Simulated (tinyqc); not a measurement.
Exchange-split free-electron bands and tunnelling magnetoresistance: sweeps and comparisons. A value that a table varies takes the place of the one given here.

Majority and minority bands E = c k^2/m -/+ Dx/2, c = hbar^2/2m0, so k_up = sqrt(m (EF + Dx/2)/c), k_dn = sqrt(m (EF - Dx/2)/c); n_s = k_s^3/(6 pi^2), D_s = m k_s/(4 pi^2 c).

Barrier: kappa = sqrt(mb phi/c), c = hbar^2/2m0. With a = k1/m, b = k2/m, w = kappa/mb, the transmission at normal incidence is T(k1, k2) = 4 a b w^2/[w^2 (a + b)^2 + (w^2 + a^2)(w^2 + b^2) sinh^2(kappa d)]. Parallel: G_P = T(up, up) + T(dn, dn); antiparallel: G_AP = 2 T(up, dn); TMR = (G_P - G_AP)/G_AP. Julliere: TMR = 2 P^2/(1 - P^2). Slonczewski factor: P_eff = P_k (w^2 - a_up a_dn)/(w^2 + a_up a_dn), P_k = (k_up - k_dn)/(k_up + k_dn).

Constants: hbar^2/2m0 = 3.80998211 eV angstrom^2.

Values chosen for the exercise: EF = 3.06 eV (Fermi energy above the mean band bottom); Dx = 4.91 eV (exchange splitting); m = 1.23 m0 (mass in the electrodes); mb = 0.79 m0 (mass in the barrier); d = 13.9 angstrom (barrier thickness); phi = 2.11 eV (barrier height above EF).

## Barrier height

Results:
```
phi (eV),w (1/angstrom),P_eff,TMR (%),G_P
0.20,0.258,-0.3560,28.68,0.0152
0.40,0.365,-0.2469,12.98,0.00182
0.70,0.482,-0.1269,3.28,0.000148
1.0,0.576,-0.0400,0.32,1.90e-05
1.5,0.706,0.0614,0.76,1.10e-06
2.0,0.815,0.1309,3.49,9.86e-08
3.0,0.998,0.2199,10.16,1.68e-09
4.0,1.153,0.2745,16.30,5.33e-11
6.0,1.412,0.3381,25.81,1.59e-13
10,1.823,0.3969,37.39,1.51e-17
```

P_eff vanishes where w^2 = a_up a_dn, at phi = 1.17 eV, inside the table; the lowest TMR listed is 0.32 % at 1 eV. TMR is 28.7 % at the lowest barrier and 37.4 % at the highest, against 67.5 % for Julliere with P_k; P_eff tends to +P_k for very high barriers and to -P_k for very low ones. G_P falls by 15.0 decades.

## Barrier thickness

Results:
```
d (angstrom),kappa d,G_P,G_AP,TMR (%)
1,0.661,1.16,0.972,19.29
2,1.323,0.383,0.352,8.56
3,1.984,0.108,0.103,5.37
4,2.646,0.0293,0.0280,4.51
6,3.969,0.00209,0.00200,4.22
8,5.292,0.000148,0.000142,4.20
10,6.614,1.05e-05,1.01e-05,4.20
13,8.599,1.99e-07,1.91e-07,4.20
16,10.583,3.75e-09,3.60e-09,4.20
20,13.229,1.89e-11,1.81e-11,4.20
```

For thick barriers each angstrom costs a factor exp(2 kappa) = 3.75 in both conductances, and TMR settles at 4.20 % (the interface factor, which vanishes at (kappa/mb)^2 = k_up k_dn/m^2, reduces it below the value from the polarisation of k alone); it is within 0.1 point of that from d = 6 angstrom on. At 1 angstrom it is 19.29 %, where the barrier is thin and the mismatch of k_up and k_dn starts to rule, as it does fully for d -> 0.

## Exchange splitting

Dx takes the listed multiples of 2 EF.

Results:
```
Dx/(2 EF),k_up,k_dn,P_k,P_eff,TMR (%)
0.10,1.0424,0.9429,0.0501,0.0019,0.00
0.20,1.0888,0.8890,0.1010,0.0046,0.00
0.35,1.1548,0.8013,0.1807,0.0123,0.03
0.50,1.2173,0.7028,0.2679,0.0287,0.16
0.65,1.2767,0.5880,0.3693,0.0632,0.80
0.80,1.3335,0.4445,0.5000,0.1415,4.09
0.90,1.3700,0.3143,0.6268,0.2648,15.08
0.97,1.3950,0.1722,0.7803,0.4922,63.93
```

P_k rises from 0.050 to 0.780, and TMR goes from 0.00 % to 63.9 %, steadily. At Dx = 2 EF the minority band is empty (a half metal) and G_AP vanishes.

## What moves the magnetoresistance

All results formed anew. Each row changes one parameter from the base and keeps the others.

Results:
```
case,P_k,P_eff,TMR (%),G_P
base,0.5024,0.1433,4.20,6.04e-08
Dx = 5.155 eV,0.5473,0.1815,6.81,5.69e-08
EF = 3.366 eV,0.4331,0.0761,1.17,6.62e-08
phi = 2.743 eV,0.5024,0.2014,8.45,4.45e-09
mb = 0.632 m0,0.5024,0.1930,7.74,4.11e-07
d = 15.9 angstrom,0.5024,0.1433,4.20,4.28e-09
m = 1.476 m0,0.5024,0.1842,7.03,5.92e-08
```

The largest shifts from the base row, up to three for each result and ties (the steps differ in size, so this ranks the rows, not the parameters). P_k: EF -0.0693, Dx +0.0449; unchanged at the printed digits by phi, mb, d and m. P_eff: EF -0.0672, phi +0.0580, mb +0.0497; unchanged at the printed digits by d. TMR (%): phi +4.26, mb +3.55, EF -3.03; unchanged at the printed digits by d. G_P: mb +3.50e-07, d -5.61e-08, phi -5.59e-08.

tinyqc: `OMP_NUM_THREADS=1 python tinyqc.py 1680658 1680659 out.jsonl`; about 0.01 s, one thread, shared Intel(R) Xeon(R) Processor @ 2.30GHz.
